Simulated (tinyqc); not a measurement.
## Choice of the length

One arm driven from 0 to V: phase 2 pi dneff L/lam; biased at quadrature the output swings between [1 -+ sin(phase/2)]/2; extinction ratio in dB; insertion loss = loss x L. The modulation amplitude is sin(phase/2) 10^(-insertion loss/10), as a share of the input power.

Values chosen for this exercise: wavelength lam = 1550 nm.

dneff = 8.147e-5
loss = 10.1 dB/cm

Result of one run:
```
phase (pi)	extinction (dB)	insertion loss (dB)	amplitude
0.62022	10.245	5.9590	0.20977
```

Which length of the phase shifter L gave this result: 1.6, 2.5, 5.9 or 9 mm?

L = 5.9 mm.

The whole series:
```
L (mm)	phase (pi)	extinction (dB)	insertion loss (dB)	amplitude
0.3	0.031537	0.43046	0.30300	0.046181
0.46	0.048356	0.66040	0.46460	0.068186
0.7	0.073586	1.0062	0.70700	0.098005
1.1	0.11563	1.5864	1.1110	0.13987
1.6	0.16820	2.3220	1.6160	0.18000
2.5	0.26281	3.6921	2.5250	0.22431
3.9	0.40998	6.0259	3.9390	0.24240
5.9	0.62022	10.245	5.9590	0.20977
9	0.94610	27.462	9.0900	0.12287
```

The amplitude goes from 0.0462 through a maximum of 0.242 (at L = 3.9 mm among the rows listed) to 0.123, while the extinction ratio rises from 0.430 to 27.5 dB. The phase grows linearly with length while the transmitted power falls exponentially, hence the maximum. Beyond a few millimetres electrode loss and velocity mismatch, left out here, limit the speed.

Computed by the program tinyqc: `OMP_NUM_THREADS=1 python tinyqc.py 2650035 2650036 out.jsonl`, one thread of a shared Intel Xeon 2.30GHz, about 0.01 s for the whole run.
